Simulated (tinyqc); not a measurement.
# Changing the wavelength

Model: surface photovoltage measurement of the minority-carrier diffusion length in a wafer. Computed by tinyqc, a small Python program. Command: `OMP_NUM_THREADS=1 python tinyqc.py 3130508 3130509 out.jsonl spv sweep`. One thread of a shared host (Intel(R) Xeon(R) Processor @ 2.30GHz), about 0.01 s of CPU time with the checks.

Low injection, steady light, a depletion layer much thinner than 1/alpha and L. The excess density dn is taken at the front edge of the neutral region; light that reaches the back is lost.

Inputs (values chosen for the exercise, modelled on p-type silicon at room temperature):

| quantity | value | unit |
|---|---|---|
| diffusion length L | 200 | micrometre |
| wafer thickness W | 300 | micrometre |
| diffusivity D | 33.8 | cm^2/s |
| front recombination velocity S_f | 29000 | cm/s |
| back recombination velocity S_b | 300000 | cm/s |
| photon flux entering | 4.3e+11 | 1/(cm^2 s) |
| minority density at the surface barrier scale n_0 | 7.1e+09 | 1/cm^3 |
| temperature T | 298 | K |

Constants: k_B = 8.617333262e-05 eV/K.

Method:
- alpha = (84.732/lambda - 76.417)^2 per cm with lambda in micrometre (an empirical fit for silicon between 0.7 and 1.05 micrometre).
- Thick wafer: dn = Phi L/((S_f + D/L)(L + 1/alpha)). Finite wafer, with s = S_b L/D, w = W/L, a = alpha L: dn = [Phi a/(a^2 - 1)] [a - B - exp(-alpha W)(a - s)/(cosh w + s sinh w)]/(S_f + B D/L), B = (sinh w + s cosh w)/(cosh w + s sinh w).
- Photovoltage V = (k_B T/e) ln(1 + dn/n_0). Lifetime = L^2/D.

One run for each value:

| wavelength (nm) | dn, finite wafer (1/cm^3) | penetration depth 1/alpha (micrometre) | dn, thick wafer (1/cm^3) |
|---|---|---|---|
| 780 | 1.3222e+07 | 9.64 | 1.3367e+07 |
| 811 | 1.3008e+07 | 12.70 | 1.3175e+07 |
| 874 | 1.2281e+07 | 23.73 | 1.2525e+07 |
| 905 | 1.1669e+07 | 33.76 | 1.1987e+07 |
| 936 | 1.0752e+07 | 50.24 | 1.1198e+07 |
| 968 | 9.2964e+06 | 80.93 | 9.9749e+06 |
| 999 | 7.2057e+06 | 141.73 | 8.2001e+06 |
| 1030 | 4.5277e+06 | 292.50 | 5.6898e+06 |

Give the missing row, wavelength (nm) = 842.

Computed row:
```
wavelength (nm)  dn, finite wafer (1/cm^3)  penetration depth 1/alpha (micrometre)  dn, thick wafer (1/cm^3)
842                             1.2713e+07                                   17.05                1.2910e+07
```

Interpolating between the two neighbouring rows (linearly) misses most in penetration depth 1/alpha (micrometre), by 6.3 %. Over the rows, dn, finite wafer (1/cm^3) falls from 1.32e7 to 4.53e6 (exponent d ln y / d ln x -0.42 between the first rows and -15 between the last); penetration depth 1/alpha (micrometre) rises from 9.64 to 292 (exponent d ln y / d ln x 7.1 between the first rows and 24 between the last); dn, thick wafer (1/cm^3) falls from 1.34e7 to 5.69e6 (exponent d ln y / d ln x -0.37 between the first rows and -12 between the last).

Extremes, crossings and ranges named in words are read from the listed rows.
